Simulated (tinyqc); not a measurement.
Worked calculation: UHF in the sto-6g basis, for H4, spin multiplicity 1. Computed by tinyqc, a small Python program that keeps every step (integrals from PySCF). Settings: charge = 0, multiplicity = 1, basis = sto-6g, energy threshold = 1e-10, iteration cap = 81, orthogonalisation = symmetric, start = Wolfsberg-Helmholz matrix, DIIS depth = 4, DIIS from iteration = 3, method = UHF, break = 0.4. Command: `OMP_NUM_THREADS=1 python tinyqc.py 27686 27687 out.jsonl` (the two numbers bound the seeds that draw the settings). One thread of a shared host (Intel(R) Xeon(R) Processor @ 2.60GHz), about 0.1 s of CPU time with the checks. Later iterations appear only in the table of the cycle.

## One-electron integrals

Geometry (angstrom):

| atom | x | y | z |
|---|---|---|---|
| H | 0.00000 | 0.00000 | 0.00000 |
| H | 0.00000 | 0.00000 | 1.25900 |
| H | 0.00000 | 0.00000 | 3.54700 |
| H | 0.00000 | 0.00000 | 4.80600 |

Basis sto-6g: exponents (1/bohr^2) and contraction coefficients of normalised primitives:

| element | l (shell) | exponent | coefficient |
|---|---|---|---|
| H | s (1) | 35.52322 | 0.00916 |
| H | s (1) | 6.51314 | 0.04936 |
| H | s (1) | 1.82214 | 0.16854 |
| H | s (1) | 0.62596 | 0.37056 |
| H | s (1) | 0.24308 | 0.41649 |
| H | s (1) | 0.10011 | 0.13033 |

Overlap, kinetic and nuclear-attraction integrals over the contracted functions; the nuclear repulsion is the sum of Za Zb / Rab.

nuclear repulsion = 1.4804025 hartree

overlap S:
```
         1H 1s    2H 1s    3H 1s    4H 1s
1H 1s  1.00000  0.35853  0.00787  0.00060
2H 1s  0.35853  1.00000  0.07483  0.00787
3H 1s  0.00787  0.07483  1.00000  0.35853
4H 1s  0.00060  0.00787  0.35853  1.00000
```

kinetic energy T (hartree):
```
          1H 1s     2H 1s     3H 1s     4H 1s
1H 1s   0.76852   0.04216  -0.00259  -0.00031
2H 1s   0.04216   0.76852  -0.01166  -0.00259
3H 1s  -0.00259  -0.01166   0.76852   0.04216
4H 1s  -0.00031  -0.00259   0.04216   0.76852
```

nuclear attraction V (hartree):
```
          1H 1s     2H 1s     3H 1s     4H 1s
1H 1s  -1.91463  -0.62387  -0.01116  -0.00082
2H 1s  -0.62387  -2.03577  -0.10860  -0.01116
3H 1s  -0.01116  -0.10860  -2.03577  -0.62387
4H 1s  -0.00082  -0.01116  -0.62387  -1.91463
```

core Hamiltonian H = T + V (hartree):
```
          1H 1s     2H 1s     3H 1s     4H 1s
1H 1s  -1.14610  -0.58172  -0.01376  -0.00112
2H 1s  -0.58172  -1.26725  -0.12026  -0.01376
3H 1s  -0.01376  -0.12026  -1.26725  -0.58172
4H 1s  -0.00112  -0.01376  -0.58172  -1.14610
```

## Two-electron integrals

Functions are numbered as in S; the eight-fold symmetry (ij|kl) = (ji|kl) = (kl|ij) leaves the list below.

Two-electron integrals (ij|kl) in chemists' order, unique and non-zero (hartree):
```
(11|11) 0.77500    (21|11) 0.20638    (21|21) 0.07718    (22|11) 0.40206
(22|21) 0.20638    (22|22) 0.77500    (31|11) 0.00256    (31|21) 0.00110
(31|22) 0.00361    (31|31) 2.42e-05   (32|11) 0.01720    (32|21) 0.00838
(32|22) 0.03227    (32|31) 0.00024    (32|32) 0.00268    (33|11) 0.14919
(33|21) 0.06563    (33|22) 0.23100    (33|31) 0.00256    (33|32) 0.03227
(33|33) 0.77500    (41|11) 0.00015    (41|21) 0.00007    (41|22) 0.00023
(41|31) 1.69e-06   (41|32) 1.78e-05   (41|33) 0.00023    (41|41) 1.27e-07
(42|11) 0.00147    (42|21) 0.00069    (42|22) 0.00256    (42|31) 2.10e-05
(42|32) 0.00024    (42|33) 0.00361    (42|41) 1.69e-06   (42|42) 2.42e-05
(43|11) 0.04564    (43|21) 0.01943    (43|22) 0.06563    (43|31) 0.00069
(43|32) 0.00838    (43|33) 0.20638    (43|41) 0.00007    (43|42) 0.00110
(43|43) 0.07718    (44|11) 0.11011    (44|21) 0.04564    (44|22) 0.14919
(44|31) 0.00147    (44|32) 0.01720    (44|33) 0.40206    (44|41) 0.00015
(44|42) 0.00256    (44|43) 0.20638    (44|44) 0.77500
```

## Orthogonalisation

S = U s U^T; symmetric (Loewdin) form X = U s^(-1/2) U^T, so that X^T S X = 1.

eigenvalues of S: 0.60967  0.66944  1.31490  1.40600

X:
```
          1H 1s     2H 1s     3H 1s     4H 1s
1H 1s   1.05338  -0.19583   0.00736  -0.00151
2H 1s  -0.19583   1.05580  -0.04211   0.00736
3H 1s   0.00736  -0.04211   1.05580  -0.19583
4H 1s  -0.00151   0.00736  -0.19583   1.05338
```

## Starting guess

The start is the generalised Wolfsberg-Helmholz matrix (K = 1.75) built on H, with HOMO and LUMO mixed by +/-0.4 rad for the two spins; D(s) = C_occ C_occ^T for each spin.

D(alpha) at the start:
```
          1H 1s    2H 1s     3H 1s    4H 1s
1H 1s   0.52448  0.30757  -0.23962  0.04273
2H 1s   0.30757  0.29116   0.10396  0.14276
3H 1s  -0.23962  0.10396   0.64896  0.24021
4H 1s   0.04273  0.14276   0.24021  0.12852
```

D(beta) at the start:
```
         1H 1s     2H 1s    3H 1s     4H 1s
1H 1s  0.12852   0.24021  0.14276   0.04273
2H 1s  0.24021   0.64896  0.10396  -0.23962
3H 1s  0.14276   0.10396  0.29116   0.30757
4H 1s  0.04273  -0.23962  0.30757   0.52448
```

## Iteration 1: building the Fock matrix

J_ij = sum D_kl (ij|kl) with D = D(alpha) + D(beta), K_ij = sum D_kl (ik|jl) for each spin; F = H + J - K(s); E = tr D H + tr D J / 2 - 0.5 sum_s tr D(s) K(s) + E_nn.

Coulomb J (hartree):
```
         1H 1s    2H 1s    3H 1s    4H 1s
1H 1s  1.37871  0.52927  0.01049  0.00078
2H 1s  0.52927  1.61598  0.10252  0.01049
3H 1s  0.01049  0.10252  1.61598  0.52927
4H 1s  0.00078  0.01049  0.52927  1.37871
```

exchange K(alpha) (hartree):
```
          1H 1s    2H 1s     3H 1s    4H 1s
1H 1s   0.55495  0.31295  -0.01288  0.00389
2H 1s   0.31295  0.39842   0.05637  0.03667
3H 1s  -0.01288  0.05637   0.62088  0.27936
4H 1s   0.00389  0.03667   0.27936  0.24979
```

exchange K(beta) (hartree):
```
         1H 1s     2H 1s    3H 1s     4H 1s
1H 1s  0.24979   0.27936  0.03667   0.00389
2H 1s  0.27936   0.62088  0.05637  -0.01288
3H 1s  0.03667   0.05637  0.39842   0.31295
4H 1s  0.00389  -0.01288  0.31295   0.55495
```

F(alpha) (hartree):
```
          1H 1s     2H 1s     3H 1s     4H 1s
1H 1s  -0.32235  -0.36540   0.00961  -0.00424
2H 1s  -0.36540  -0.04968  -0.07411  -0.03993
3H 1s   0.00961  -0.07411  -0.27215  -0.33180
4H 1s  -0.00424  -0.03993  -0.33180  -0.01718
```

F(beta) (hartree):
```
          1H 1s     2H 1s     3H 1s     4H 1s
1H 1s  -0.01718  -0.33180  -0.03993  -0.00424
2H 1s  -0.33180  -0.27215  -0.07411   0.00961
3H 1s  -0.03993  -0.07411  -0.04968  -0.36540
4H 1s  -0.00424   0.00961  -0.36540  -0.32235
```

total energy of this density = -1.8974096 hartree

## Iteration 1: diagonalisation and new density

Diagonalise F' = X^T F X, C = X C', fill 2 alpha and 2 beta electrons from the bottom; D(s) = C_occ C_occ^T. Each column has its largest component positive (the first on a tie).

F' = X^T F X (alpha) (hartree):
```
          1         2         3         4
1  -0.20849  -0.34512   0.03809  -0.00590
2  -0.34512   0.08921  -0.07300  -0.01438
3   0.03809  -0.07300  -0.16061  -0.32138
4  -0.00590  -0.01438  -0.32138   0.10700
```

orbital energies (alpha) (hartree): MO1 -0.43897, MO2 -0.37914, MO3 0.28467, MO4 0.36057

coefficients C (alpha):
```
           MO1       MO2       MO3       MO4
1H 1s  0.73432  -0.25538   0.50403  -0.53806
2H 1s  0.41975  -0.02908  -0.66856   0.72861
3H 1s  0.16117   0.74900  -0.45159  -0.60330
4H 1s  0.10986   0.39952   0.73514   0.66023
```

F' = X^T F X (beta) (hartree):
```
          1         2         3         4
1   0.10700  -0.32138  -0.01438  -0.00590
2  -0.32138  -0.16061  -0.07300   0.03809
3  -0.01438  -0.07300   0.08921  -0.34512
4  -0.00590   0.03809  -0.34512  -0.20849
```

orbital energies (beta) (hartree): MO1 -0.43897, MO2 -0.37914, MO3 0.28467, MO4 0.36057

coefficients C (beta):
```
           MO1       MO2       MO3       MO4
1H 1s  0.10986   0.39952   0.73514   0.66023
2H 1s  0.16117   0.74900  -0.45159  -0.60330
3H 1s  0.41975  -0.02908  -0.66856   0.72861
4H 1s  0.73432  -0.25538   0.50403  -0.53806
```

D(alpha) after iteration 1:
```
          1H 1s    2H 1s     3H 1s     4H 1s
1H 1s   0.60445  0.31566  -0.07293  -0.02135
2H 1s   0.31566  0.17704   0.04587   0.03450
3H 1s  -0.07293  0.04587   0.58698   0.31694
4H 1s  -0.02135  0.03450   0.31694   0.17168
```

D(beta) after iteration 1:
```
          1H 1s     2H 1s    3H 1s     4H 1s
1H 1s   0.17168   0.31694  0.03450  -0.02135
2H 1s   0.31694   0.58698  0.04587  -0.07293
3H 1s   0.03450   0.04587  0.17704   0.31566
4H 1s  -0.02135  -0.07293  0.31566   0.60445
```

## Iteration 2: building the Fock matrix

As before.

Coulomb J (hartree):
```
         1H 1s    2H 1s    3H 1s    4H 1s
1H 1s  1.42980  0.52703  0.01015  0.00075
2H 1s  0.52703  1.54601  0.09766  0.01015
3H 1s  0.01015  0.09766  1.54601  0.52703
4H 1s  0.00075  0.01015  0.52703  1.42980
```

exchange K(alpha) (hartree):
```
          1H 1s    2H 1s    3H 1s     4H 1s
1H 1s   0.61215  0.31192  0.00245  -0.00160
2H 1s   0.31192  0.31776  0.04087   0.01772
3H 1s   0.00245  0.04087  0.60275   0.30960
4H 1s  -0.00160  0.01772  0.30960   0.30944
```

exchange K(beta) (hartree):
```
          1H 1s    2H 1s    3H 1s     4H 1s
1H 1s   0.30944  0.30960  0.01772  -0.00160
2H 1s   0.30960  0.60275  0.04087   0.00245
3H 1s   0.01772  0.04087  0.31776   0.31192
4H 1s  -0.00160  0.00245  0.31192   0.61215
```

F(alpha) (hartree):
```
          1H 1s     2H 1s     3H 1s     4H 1s
1H 1s  -0.32845  -0.36661  -0.00606   0.00123
2H 1s  -0.36661  -0.03900  -0.06347  -0.02133
3H 1s  -0.00606  -0.06347  -0.32399  -0.36428
4H 1s   0.00123  -0.02133  -0.36428  -0.02574
```

F(beta) (hartree):
```
          1H 1s     2H 1s     3H 1s     4H 1s
1H 1s  -0.02574  -0.36428  -0.02133   0.00123
2H 1s  -0.36428  -0.32399  -0.06347  -0.00606
3H 1s  -0.02133  -0.06347  -0.03900  -0.36661
4H 1s   0.00123  -0.00606  -0.36661  -0.32845
```

total energy of this density = -1.9920913 hartree

## Iteration 2: diagonalisation and new density

As before.

F' = X^T F X (alpha) (hartree):
```
          1         2         3         4
1  -0.21463  -0.34657   0.01784  -0.00022
2  -0.34657   0.10038  -0.06020   0.00346
3   0.01784  -0.06020  -0.20617  -0.34685
4  -0.00022   0.00346  -0.34685   0.10915
```

orbital energies (alpha) (hartree): MO1 -0.44946, MO2 -0.42120, MO3 0.29446, MO4 0.36493

coefficients C (alpha):
```
           MO1       MO2       MO3       MO4
1H 1s  0.57377  -0.53007  -0.54366  -0.49220
2H 1s  0.33374  -0.23354   0.70804   0.69831
3H 1s  0.49241   0.60428   0.43074  -0.60143
4H 1s  0.24804   0.31723  -0.68612   0.71770
```

F' = X^T F X (beta) (hartree):
```
          1         2         3         4
1   0.10915  -0.34685   0.00346  -0.00022
2  -0.34685  -0.20617  -0.06020   0.01784
3   0.00346  -0.06020   0.10038  -0.34657
4  -0.00022   0.01784  -0.34657  -0.21463
```

orbital energies (beta) (hartree): MO1 -0.44946, MO2 -0.42120, MO3 0.29446, MO4 0.36493

coefficients C (beta):
```
           MO1       MO2       MO3       MO4
1H 1s  0.24804   0.31723  -0.68612   0.71770
2H 1s  0.49241   0.60428   0.43074  -0.60143
3H 1s  0.33374  -0.23354   0.70804   0.69831
4H 1s  0.57377  -0.53007  -0.54366  -0.49220
```

D(alpha) after iteration 2:
```
          1H 1s    2H 1s     3H 1s     4H 1s
1H 1s   0.61019  0.31529  -0.03778  -0.02584
2H 1s   0.31529  0.16593   0.02321   0.00869
3H 1s  -0.03778  0.02321   0.60762   0.31384
4H 1s  -0.02584  0.00869   0.31384   0.16216
```

D(beta) after iteration 2:
```
          1H 1s     2H 1s    3H 1s     4H 1s
1H 1s   0.16216   0.31384  0.00869  -0.02584
2H 1s   0.31384   0.60762  0.02321  -0.03778
3H 1s   0.00869   0.02321  0.16593   0.31529
4H 1s  -0.02584  -0.03778  0.31529   0.61019
```

## Iteration 3: building the Fock matrix

As before.

Coulomb J (hartree):
```
         1H 1s    2H 1s    3H 1s    4H 1s
1H 1s  1.42846  0.52727  0.01016  0.00076
2H 1s  0.52727  1.54880  0.09779  0.01016
3H 1s  0.01016  0.09779  1.54880  0.52727
4H 1s  0.00076  0.01016  0.52727  1.42846
```

exchange K(alpha) (hartree):
```
          1H 1s    2H 1s    3H 1s     4H 1s
1H 1s   0.61570  0.31098  0.00546  -0.00211
2H 1s   0.31098  0.30848  0.03636   0.01292
3H 1s   0.00546  0.03636  0.61498   0.30968
4H 1s  -0.00211  0.01292  0.30968   0.30220
```

exchange K(beta) (hartree):
```
          1H 1s    2H 1s    3H 1s     4H 1s
1H 1s   0.30220  0.30968  0.01292  -0.00211
2H 1s   0.30968  0.61498  0.03636   0.00546
3H 1s   0.01292  0.03636  0.30848   0.31098
4H 1s  -0.00211  0.00546  0.31098   0.61570
```

F(alpha) (hartree):
```
          1H 1s     2H 1s     3H 1s     4H 1s
1H 1s  -0.33334  -0.36543  -0.00906   0.00174
2H 1s  -0.36543  -0.02692  -0.05883  -0.01651
3H 1s  -0.00906  -0.05883  -0.33343  -0.36413
4H 1s   0.00174  -0.01651  -0.36413  -0.01983
```

F(beta) (hartree):
```
          1H 1s     2H 1s     3H 1s     4H 1s
1H 1s  -0.01983  -0.36413  -0.01651   0.00174
2H 1s  -0.36413  -0.33343  -0.05883  -0.00906
3H 1s  -0.01651  -0.05883  -0.02692  -0.36543
4H 1s   0.00174  -0.00906  -0.36543  -0.33334
```

total energy of this density = -1.9968097 hartree

## Iteration 3: diagonalisation and new density

As before.

F' = X^T F X (alpha) (hartree):
```
          1         2         3         4
1  -0.22015  -0.34650   0.01355   0.00015
2  -0.34650   0.11276  -0.05548   0.00768
3   0.01355  -0.05548  -0.21689  -0.34608
4   0.00015   0.00768  -0.34608   0.11534
```

orbital energies (alpha) (hartree): MO1 -0.45073, MO2 -0.42459, MO3 0.29895, MO4 0.36744

coefficients C (alpha):
```
           MO1       MO2       MO3       MO4
1H 1s  0.54679  -0.56778   0.51990  -0.50633
2H 1s  0.30290  -0.25563  -0.68225   0.72960
3H 1s  0.53986   0.57334  -0.45379  -0.57340
4H 1s  0.26030   0.29463   0.71382   0.69564
```

F' = X^T F X (beta) (hartree):
```
          1         2         3         4
1   0.11534  -0.34608   0.00768   0.00015
2  -0.34608  -0.21689  -0.05548   0.01355
3   0.00768  -0.05548   0.11276  -0.34650
4   0.00015   0.01355  -0.34650  -0.22015
```

orbital energies (beta) (hartree): MO1 -0.45073, MO2 -0.42459, MO3 0.29895, MO4 0.36744

coefficients C (beta):
```
           MO1       MO2       MO3       MO4
1H 1s  0.26030   0.29463   0.71382   0.69564
2H 1s  0.53986   0.57334  -0.45379  -0.57340
3H 1s  0.30290  -0.25563  -0.68225   0.72960
4H 1s  0.54679  -0.56778   0.51990  -0.50633
```

D(alpha) after iteration 3:
```
          1H 1s    2H 1s     3H 1s     4H 1s
1H 1s   0.62135  0.31076  -0.03034  -0.02495
2H 1s   0.31076  0.15709   0.01696   0.00353
3H 1s  -0.03034  0.01696   0.62017   0.30945
4H 1s  -0.02495  0.00353   0.30945   0.15456
```

D(beta) after iteration 3:
```
          1H 1s     2H 1s    3H 1s     4H 1s
1H 1s   0.15456   0.30945  0.00353  -0.02495
2H 1s   0.30945   0.62017  0.01696  -0.03034
3H 1s   0.00353   0.01696  0.15709   0.31076
4H 1s  -0.02495  -0.03034  0.31076   0.62135
```

## Iteration 11 (converged): orbitals

converged F(alpha) (hartree):
```
          1H 1s     2H 1s     3H 1s     4H 1s
1H 1s  -0.38189  -0.35013  -0.00911   0.00103
2H 1s  -0.35013   0.03512  -0.05761  -0.01547
3H 1s  -0.00911  -0.05761  -0.38261  -0.34922
4H 1s   0.00103  -0.01547  -0.34922   0.04098
```

converged F(beta) (hartree):
```
          1H 1s     2H 1s     3H 1s     4H 1s
1H 1s   0.04098  -0.34922  -0.01547   0.00103
2H 1s  -0.34922  -0.38261  -0.05761  -0.00911
3H 1s  -0.01547  -0.05761   0.03512  -0.35013
4H 1s   0.00103  -0.00911  -0.35013  -0.38189
```

As before.

F' = X^T F X (alpha) (hartree):
```
          1         2         3         4
1  -0.27795  -0.33169   0.01245  -0.00059
2  -0.33169   0.17356  -0.05445   0.00854
3   0.01245  -0.05445  -0.27555  -0.33135
4  -0.00059   0.00854  -0.33135   0.17480
```

orbital energies (alpha) (hartree): MO1 -0.46463, MO2 -0.44232, MO3 0.31878, MO4 0.38303

coefficients C (alpha):
```
           MO1       MO2       MO3       MO4
1H 1s  0.57381   0.61386   0.46996  -0.47019
2H 1s  0.24275   0.20970  -0.69735   0.75212
3H 1s  0.58819  -0.59872  -0.41368  -0.52852
4H 1s  0.21665  -0.23260   0.73676   0.71004
```

F' = X^T F X (beta) (hartree):
```
          1         2         3         4
1   0.17480  -0.33135   0.00854  -0.00059
2  -0.33135  -0.27555  -0.05445   0.01245
3   0.00854  -0.05445   0.17356  -0.33169
4  -0.00059   0.01245  -0.33169  -0.27795
```

orbital energies (beta) (hartree): MO1 -0.46463, MO2 -0.44232, MO3 0.31878, MO4 0.38303

coefficients C (beta):
```
           MO1       MO2       MO3       MO4
1H 1s  0.21665  -0.23260   0.73676   0.71004
2H 1s  0.58819  -0.59872  -0.41368  -0.52852
3H 1s  0.24275   0.20970  -0.69735   0.75212
4H 1s  0.57381   0.61386   0.46996  -0.47019
```

D(alpha) after iteration 11:
```
          1H 1s    2H 1s     3H 1s     4H 1s
1H 1s   0.70607  0.26801  -0.03002  -0.01847
2H 1s   0.26801  0.10290   0.01723   0.00382
3H 1s  -0.03002  0.01723   0.70442   0.26669
4H 1s  -0.01847  0.00382   0.26669   0.10104
```

D(beta) after iteration 11:
```
          1H 1s     2H 1s    3H 1s     4H 1s
1H 1s   0.10104   0.26669  0.00382  -0.01847
2H 1s   0.26669   0.70442  0.01723  -0.03002
3H 1s   0.00382   0.01723  0.10290   0.26801
4H 1s  -0.01847  -0.03002  0.26801   0.70607
```

## Convergence

Stop when the energy changes by less than 1e-10 hartree and every element of the error matrix X^T (F D S - S D F) X (for each spin) is below 3e-06.

Course of the cycle:

| iteration | E (hartree) | change | largest element of the error matrix |
|---|---|---|---|
| 1 | -1.8974096 | - | 1.05e-01 |
| 2 | -1.9920913 | -9.47e-02 | 2.75e-02 |
| 3 | -1.9968097 | -4.72e-03 | 8.11e-03 |
| 4 | -1.9976357 | -8.26e-04 | 7.32e-03 |
| 5 | -1.9984516 | -8.16e-04 | 6.32e-03 |
| 6 | -1.9998670 | -1.42e-03 | 3.31e-03 |
| 7 | -2.0000586 | -1.92e-04 | 1.66e-03 |
| 8 | -2.0001376 | -7.90e-05 | 3.82e-04 |
| 9 | -2.0001417 | -4.04e-06 | 1.21e-05 |
| 10 | -2.0001417 | -4.13e-09 | 3.78e-07 |
| 11 | -2.0001417 | -4.04e-12 | 2.31e-09 |

PySCF UHF in the same basis, after a stability check = -2.0001417 hartree

Converged in 11 iterations.

## Populations, bond orders and dipole

Mulliken: Z minus the diagonal of D S on the atom; Loewdin: the same with S^(1/2) D S^(1/2); Mayer order: 2 sum_s sum (D(s) S)_ij (D(s) S)_ji over the two atoms.

Charges (e):

| atom | Mulliken | Loewdin | Mulliken spin |
|---|---|---|---|
| 1H | 0.00140 | 0.00114 | 0.60524 |
| 2H | -0.00140 | -0.00114 | -0.60079 |
| 3H | -0.00140 | -0.00114 | 0.60079 |
| 4H | 0.00140 | 0.00114 | -0.60524 |

Mayer bond orders:

| pair | order |
|---|---|
| 2-1 | 0.63130 |
| 3-1 | 0.00079 |
| 3-2 | 0.00696 |
| 4-1 | 0.00160 |
| 4-2 | 0.00079 |
| 4-3 | 0.63130 |

dipole moment about the origin, x y z (debye): 0.00000  0.00000  0.00000

<S^2> of the determinant (pure state: 0) = 0.63526
